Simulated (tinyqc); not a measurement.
# Changing the magnetic field B

Model: Hall effect and magnetoresistance of several carrier groups with constant relaxation times. Computed by tinyqc, a small Python program. Command: `OMP_NUM_THREADS=1 python tinyqc.py 3009177 3009178 out.jsonl hall2 sweep`. One thread of a shared host (Intel(R) Xeon(R) Processor @ 2.30GHz), about 0.01 s of CPU time with the checks.

Group 1 has charge -e and group 2 charge +e; s_i is that sign. B lies along z; mu B is formed with mu in m^2/(V s).

Inputs (values chosen for the exercise, for a model conductor): density n1 = 6.7e+18 1/cm^3; mobility mu1 = 19000 cm^2/(V s); density n2 = 7.5e+18 1/cm^3; mobility mu2 = 4700 cm^2/(V s).

Carriers: electrons and holes. Densities: per volume.

Constants: e = 1.602176634e-19 C.

Method. sigma_xx = sum n_i e mu_i/(1 + mu_i^2 B^2); sigma_xy = sum s_i n_i e mu_i^2 B/(1 + mu_i^2 B^2). rho_xx = sigma_xx/(sigma_xx^2 + sigma_xy^2); Hall coefficient R_H = sigma_xy/(B (sigma_xx^2 + sigma_xy^2)), with B in V s/cm^2 (1 T = 1e-4 V s/cm^2); magnetoresistance MR = rho_xx(B)/rho_xx(0) - 1. Apparent density 1/(e |R_H|); Hall mobility |R_H|/rho_xx.

One run for each value; columns: (1) magnetic field B (T); (2) magnetoresistance MR (%); (3) apparent density (1/cm^3); (4) Hall mobility (cm^2/(V s)); (5) Hall coefficient R_H (cm^3/C):
```
(1)           (2)         (3)    (4)      (5)
0.026  6.4485e-02  1.1728e+19  13851  -0.5322
0.059  3.3206e-01  1.1729e+19  13813  -0.5322
0.13   1.6121e+00  1.1734e+19  13634  -0.5319
0.29   8.0211e+00  1.1757e+19  12799  -0.5309
0.64   3.9042e+01  1.1875e+19   9845  -0.5256
1.4    1.8626e+02  1.2464e+19   4556  -0.5008
3.2    9.5786e+02  1.6843e+19    912  -0.3706
7.1    4.3820e+03  3.0112e+19    120   0.2073
16     1.6340e+04  2.8048e+18    353   2.2253
```

What does the table show, and why?

Over the rows, magnetoresistance MR (%) rises from 0.0645 to 16300 (exponent d ln y / d ln x 2.0 between the first rows and 1.6 between the last); apparent density (1/cm^3) goes from 1.17e19 through a maximum among these rows, 3.01e19 at 7.10, to 2.80e18; Hall mobility (cm^2/(V s)) goes from 13900 through a minimum among these rows, 120 at 7.10, to 353. At the low end the exponent of magnetoresistance MR is 2.00, close to 2: the quadratic law.

Extremes, crossings and ranges named in words are read from the listed rows.
